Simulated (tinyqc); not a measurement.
Thin-body film or fin with hard walls, valleys of the Si type, step by step. Values are carried at full precision from step to step, so a last printed digit may differ when a step is redone from the rounded ones.

Six ellipsoidal valleys with their long axes along the cube axes, mass ml along the axis and mt across it. For a valley whose axis makes the angle theta with the surface normal, 1/m_z = cos^2(theta)/ml + sin^2(theta)/mt sets the confinement; in the plane the masses are m_1 = mt and m_2 = ml mt/m_z, and m_d = sqrt(m_1 m_2).

Constants: hbar^2/2m0 = 3.80998211 eV angstrom^2; kB = 8.617333262e-05 eV/K.

Inputs chosen for the exercise (near those of Si; the results hold for these values, not for the real material):
- ml = 0.926 m0 (longitudinal mass)
- mt = 0.19 m0 (transverse mass)
- face = 111 (face of the film or side wall of the fin)
- t = 60 angstrom (body thickness)
- T = 300 K (temperature)
- g_all = 6 (number of valleys)
- Ns = 2 x 1e12/cm^2 (sheet density in the on state)
- alpha = 0.46 1/eV (non-parabolicity)

## Valley masses for the (111) face

Group the valleys by their angle to the normal, heaviest m_z first.

Valleys (masses in m0):

| valleys g | cos^2(theta) | m_z | m_1 | m_2 | m_d |
|---|---|---|---|---|---|
| 6 | 0.3333 | 0.2585 | 0.1900 | 0.6807 | 0.3596 |

## Subband edges

A film of thickness t between hard walls, flat band inside: E_n = c (n pi/t)^2/m_z above the bulk edge, c = hbar^2/2m0. Without degeneracy the sheet density is N2 exp((EF - Ec)/kB T) with N2 = sum_i g m_d/(2 pi c) kB T exp(-E_i/kB T) over n = 1 to 40 of each group; a classical film has t Nc with Nc = 2 g_all (m_dos kB T/(4 pi c))^(3/2), m_dos = (ml mt^2)^(1/3). The threshold shift is dVt = kB T ln(t Nc/N2).

The seven lowest levels of all groups together; primes mark the lighter m_z.

Subbands:

| label | valleys g | E (eV) |
|---|---|---|
| 1 | 6 | 0.0404 |
| 2 | 6 | 0.1616 |
| 3 | 6 | 0.3637 |
| 4 | 6 | 0.6466 |
| 5 | 6 | 1.0103 |
| 6 | 6 | 1.4548 |
| 7 | 6 | 1.9801 |

The second subband, 2, lies 121.2 meV above the first, 4.7 kB T at 300 K.

## Effective density of states and threshold shift

Sum the subbands; 1/angstrom^2 = 1e16/cm^2 and 1/angstrom^3 = 1e24/cm^3.

terms of N2 by group (1e12/cm^2): 4.926

Nc = 2.753 x 1e19/cm^3
t Nc = 16.517 x 1e12/cm^2
dVt = 31.3 mV

Confinement leaves 30 % of the classical states.

## Filling at a given sheet density

n_i = g m_d/(2 pi c) kB T ln(1 + exp((EF - E_i)/kB T)) over the levels listed; solve sum n_i = Ns (1e12/cm^2 = 1e-4/angstrom^2); the band bending of the charge itself is left out. c = hbar^2/2m0.

EF = -0.0222 eV

n_i in the order of the list (1e12/cm^2): 1.981  0.019  0.000  0.000  0.000  0.000  0.000

The fullest subband is 1, with 99 %.

## Non-parabolic correction

Each level E0 of the list is replaced by the root of E (1 + alpha E) = E0.

Levels (eV):

| label | parabolic | corrected |
|---|---|---|
| 1 | 0.0404 | 0.0397 |
| 2 | 0.1616 | 0.1511 |
| 3 | 0.3637 | 0.3174 |
| 4 | 0.6466 | 0.5215 |
| 5 | 1.0103 | 0.7509 |
| 6 | 1.4548 | 0.9973 |
| 7 | 1.9801 | 1.2553 |

The lowest level drops by 0.7 meV. Levels above about 1 eV (1 here) lie outside the range of the valley model.

## Checks

- N2 of a 3000 angstrom film, summed over n to convergence, plus the half-term of the walls against t Nc, 1/angstrom^2: both 0.082585.

(tinyqc, `OMP_NUM_THREADS=1 python tinyqc.py 1280648 1280649 out.jsonl`, Intel(R) Xeon(R) Processor @ 2.30GHz, 1 thread, shared host, about 0.01 s.)
